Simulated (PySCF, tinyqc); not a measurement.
FCI on RHF in the sto-6g basis, for H4, spin multiplicity 1, step by step. The lowest restricted solution is unstable here: a spin-polarised one lies 0.1048 hartree lower (PySCF). Computed by tinyqc, a small Python program that keeps every step (integrals from PySCF). Settings: charge = 0, multiplicity = 1, basis = sto-6g, method = RHF, energy threshold = 1e-10, iteration cap = 77, orthogonalisation = canonical, start = Wolfsberg-Helmholz matrix, DIIS depth = 6, ci = FCI, davidson = 1. Command: `OMP_NUM_THREADS=1 python tinyqc.py 25371 25372 out.jsonl` (the two numbers bound the seeds that draw the settings). One thread of a shared host (Intel(R) Xeon(R) Processor @ 2.60GHz), about 0.08 s of CPU time with the checks. The early iterations of the SCF are left out here.

## One-electron integrals

Geometry (angstrom):
```
atom,x,y,z
H,0.000000,0.000000,0.000000
H,0.000000,0.000000,1.064000
H,0.000000,1.029000,0.000000
H,0.000000,1.029000,1.064000
```

Basis sto-6g: exponents (1/bohr^2) and contraction coefficients of normalised primitives:
```
element,l (shell),exponent,coefficient
H,s (1),35.523221,0.009164
H,s (1),6.513144,0.049361
H,s (1),1.822143,0.168538
H,s (1),0.625955,0.370563
H,s (1),0.243077,0.416492
H,s (1),0.100112,0.130334
```

Overlap, kinetic and nuclear-attraction integrals over the contracted functions; the nuclear repulsion is the sum of Za Zb / Rab.

nuclear repulsion = 2.73823784 hartree

overlap S, lower triangle:
```
,1H 1s,2H 1s,3H 1s,4H 1s
1H 1s,1.000000
2H 1s,0.459930,1.000000
3H 1s,0.479857,0.264237,1.000000
4H 1s,0.264237,0.479857,0.459930,1.000000
```

kinetic energy T (hartree), lower triangle:
```
,1H 1s,2H 1s,3H 1s,4H 1s
1H 1s,0.768522
2H 1s,0.090310,0.768522
3H 1s,0.101633,0.010993,0.768522
4H 1s,0.010993,0.101633,0.090310,0.768522
```

nuclear attraction V (hartree), lower triangle:
```
,1H 1s,2H 1s,3H 1s,4H 1s
1H 1s,-2.581151
2H 1s,-1.121966,-2.581151
3H 1s,-1.175242,-0.651235,-2.581151
4H 1s,-0.651235,-1.175242,-1.121966,-2.581151
```

core Hamiltonian H = T + V (hartree), lower triangle:
```
,1H 1s,2H 1s,3H 1s,4H 1s
1H 1s,-1.812629
2H 1s,-1.031655,-1.812629
3H 1s,-1.073609,-0.640241,-1.812629
4H 1s,-0.640241,-1.073609,-1.031655,-1.812629
```

## Two-electron integrals

Functions are numbered as in S; the eight-fold symmetry (ij|kl) = (ji|kl) = (kl|ij) leaves the list below.

Two-electron integrals (ij|kl) in chemists' order, unique and non-zero (hartree):
```
i,j,k,l,(ij|kl)
1,1,1,1,0.774999
2,1,1,1,0.280977
2,1,2,1,0.133245
2,2,1,1,0.457695
2,2,2,1,0.280977
2,2,2,2,0.774999
3,1,1,1,0.296307
3,1,2,1,0.114781
3,1,2,2,0.198447
3,1,3,1,0.146312
3,2,1,1,0.135886
3,2,2,1,0.066098
3,2,2,2,0.142345
3,2,3,1,0.068817
3,2,3,2,0.039773
3,3,1,1,0.468690
3,3,2,1,0.192830
3,3,2,2,0.349957
3,3,3,1,0.296307
3,3,3,2,0.142345
3,3,3,3,0.774999
4,1,1,1,0.142345
4,1,2,1,0.066098
4,1,2,2,0.135886
4,1,3,1,0.068817
4,1,3,2,0.039334
4,1,3,3,0.135886
4,1,4,1,0.039773
4,2,1,1,0.198447
4,2,2,1,0.114781
4,2,2,2,0.296307
4,2,3,1,0.098704
4,2,3,2,0.068817
4,2,3,3,0.198447
4,2,4,1,0.068817
4,2,4,2,0.146312
4,3,1,1,0.192830
4,3,2,1,0.092144
4,3,2,2,0.192830
4,3,3,1,0.114781
4,3,3,2,0.066098
4,3,3,3,0.280977
4,3,4,1,0.066098
4,3,4,2,0.114781
4,3,4,3,0.133245
4,4,1,1,0.349957
4,4,2,1,0.192830
4,4,2,2,0.468690
4,4,3,1,0.198447
4,4,3,2,0.135886
4,4,3,3,0.457695
4,4,4,1,0.142345
4,4,4,2,0.296307
4,4,4,3,0.280977
4,4,4,4,0.774999
```

## Orthogonalisation

S = U s U^T; canonical form X = U s^(-1/2), so that X^T S X = 1. Each column of U has its largest component positive (the first on a tie).

eigenvalues of S: 0.324450  0.715836  0.755690  2.204024

X:
```
,1,2,3,4
1H 1s,0.877802,0.590967,0.575172,0.336792
2H 1s,-0.877802,0.590967,-0.575172,0.336792
3H 1s,-0.877802,-0.590967,0.575172,0.336792
4H 1s,0.877802,-0.590967,-0.575172,0.336792
```

## Iteration 2 (converged): orbitals

converged F (hartree), lower triangle:
```
,1H 1s,2H 1s,3H 1s,4H 1s
1H 1s,-0.309050
2H 1s,-0.352725,-0.309050
3H 1s,-0.509210,-0.304687,-0.309050
4H 1s,-0.304687,-0.509210,-0.352725,-0.309050
```

Diagonalise F' = X^T F X, C = X C', fill 2 alpha and 2 beta electrons from the bottom; D = 2 C_occ C_occ^T. Each column has its largest component positive (the first on a tie).

F' = X^T F X (hartree), lower triangle:
```
,1,2,3,4
1,0.764982
2,0.000000,0.212509
3,0.000000,0.000000,-0.212847
4,0.000000,0.000000,0.000000,-0.669535
```

orbital energies (hartree): MO1 -0.669535, MO2 -0.212847, MO3 0.212509, MO4 0.764982

coefficients C:
```
,MO1,MO2,MO3,MO4
1H 1s,0.336792,0.575172,0.590967,0.877802
2H 1s,0.336792,-0.575172,0.590967,-0.877802
3H 1s,0.336792,0.575172,-0.590967,-0.877802
4H 1s,0.336792,-0.575172,-0.590967,0.877802
```

D after iteration 2, lower triangle:
```
,1H 1s,2H 1s,3H 1s,4H 1s
1H 1s,0.888505
2H 1s,-0.434789,0.888505
3H 1s,0.888505,-0.434789,0.888505
4H 1s,-0.434789,0.888505,-0.434789,0.888505
```

## Convergence

Stop when the energy changes by less than 1e-10 hartree and every element of the error matrix X^T (F D S - S D F) X is below 3e-06.

Course of the cycle:
```
iteration,E (hartree),change,largest element of the error matrix
1,-1.81917137,-,1.57e-15
2,-1.81917137,-8.88e-16,2.07e-15
```

PySCF RHF in the same basis = -1.81917137 hartree

Converged in 2 iterations.

## Integrals over molecular orbitals

(pq|rs) = sum C_ip C_jq C_kr C_ls (ij|kl), one index at a time.

one-electron integrals over orbitals h = C^T H C (hartree), lower triangle:
```
,1,2,3,4
1,-2.068097
2,0.000000,-1.606930
3,0.000000,0.000000,-1.579180
4,0.000000,0.000000,0.000000,-1.071371
```

Two-electron integrals over orbitals (pq|rs), unique and non-zero (hartree):
```
p,q,r,s,(pq|rs)
1,1,1,1,0.521597
2,1,2,1,0.138496
2,2,1,1,0.507730
2,2,2,2,0.517119
3,1,3,1,0.134504
3,2,3,2,0.080233
3,3,1,1,0.506834
3,3,2,2,0.496379
3,3,3,3,0.515766
4,1,3,2,0.079464
4,1,4,1,0.078761
4,2,3,1,0.133387
4,2,4,2,0.146482
4,3,2,1,0.136996
4,3,4,3,0.150494
4,4,1,1,0.511618
4,4,2,2,0.519180
4,4,3,3,0.518990
4,4,4,4,0.541406
```

## FCI: determinants and Hamiltonian

Hartree-Fock energy = -1.81917137 hartree

Slater-Condon rules over spin orbitals, with the nuclear repulsion added and E(HF) subtracted on the diagonal. Only determinants linked to the reference directly or through others are kept (one block of an abelian symmetry group), so some states are absent.

Occupation strings over the orbitals (2 doubly, a alpha, b beta, 0 empty; spin orbitals ordered 1a 1b 2a 2b ...): 2200 aabb 2020 abab 2002 abba baab 0220 baba 0202 bbaa 0022

H - E(HF) between determinants (hartree), lower triangle:
```
,2200,aabb,2020,abab,2002,abba,baab,0220,baba,0202,bbaa,0022
2200,0.000000
aabb,-0.053923,1.003572
2020,0.080233,0.079464,0.058548
abab,-0.079464,-0.080233,0.057532,1.011577
2002,0.146482,-0.133387,0.150494,0.136996,1.230428
abba,0.133387,-0.146482,-0.136996,-0.150494,-0.003609,1.133568
baab,0.133387,-0.134504,-0.136996,-0.138496,-0.003609,0.000000,1.133568
0220,0.134504,-0.133387,0.138496,0.136996,0.000000,-0.003609,-0.003609,1.043123
baba,-0.079464,-0.078761,0.057532,0.000000,0.136996,-0.138496,-0.150494,0.136996,1.011577
0202,0.078761,0.079464,0.000000,0.057532,0.138496,-0.136996,-0.136996,0.150494,0.057532,2.043086
bbaa,-0.053923,0.000000,0.079464,-0.078761,-0.133387,-0.134504,-0.146482,-0.133387,-0.080233,0.079464,1.003572
0022,0.000000,-0.053923,0.078761,-0.079464,0.134504,0.133387,0.133387,0.146482,-0.079464,0.080233,-0.053923,2.088449
```

## FCI: roots

Diagonalise (each vector has its largest component positive (the first on a tie)); all determinants have Ms = 0, so triplets appear too. The lowest singlet root is the correlation energy.

lowest roots of this matrix, relative to E(HF) (hartree): -0.136861  0.023720  0.563592  0.783684  1.001733  1.011197  1.135787  1.139056

lowest vectors:
```
,root 1,root 2,root 3,root 4
2200,0.789267,0.552422,0.000000,0.196918
aabb,0.055214,-0.073569,0.408248,0.321592
2020,-0.567979,0.772226,0.000000,0.209339
abab,0.071153,0.049338,0.408248,-0.325411
2002,-0.025830,-0.191643,0.000000,0.330876
abba,-0.126367,0.024231,0.408248,0.003819
baab,-0.126367,0.024231,0.408248,0.003819
0220,-0.027671,-0.211371,0.000000,0.599762
baba,0.071153,0.049338,0.408248,-0.325411
0202,-0.050403,0.013843,0.000000,-0.122724
bbaa,0.055214,-0.073569,0.408248,0.321592
0022,0.048209,-0.005691,0.000000,-0.120369
```

<S^2> of these roots: 0.000000  0.000000  6.000000  0.000000  2.000000  2.000000  2.000000  0.000000

weight of the ground state by excitation level 0, 1, 2, ...: 0.622942  0.000000  0.374734  0.000000  0.002324

The reference has a weight of only 0.62: one determinant is a poor start here.

## The lowest root by the Davidson method

Start from the reference; add the residual divided by (theta - H_ii), orthogonalised, at each step.

Davidson iterations:
```
iteration,subspace,lowest Ritz value (hartree),residual norm
1,1,0.00000000,3.26e-01
2,2,-0.10443396,2.19e-01
3,3,-0.13480077,6.34e-02
4,4,-0.13677402,7.61e-03
5,5,-0.13685804,2.11e-03
6,6,-0.13686126,3.88e-04
7,7,-0.13686145,1.09e-04
8,8,-0.13686146,9.55e-07
9,9,-0.13686146,8.91e-16
```
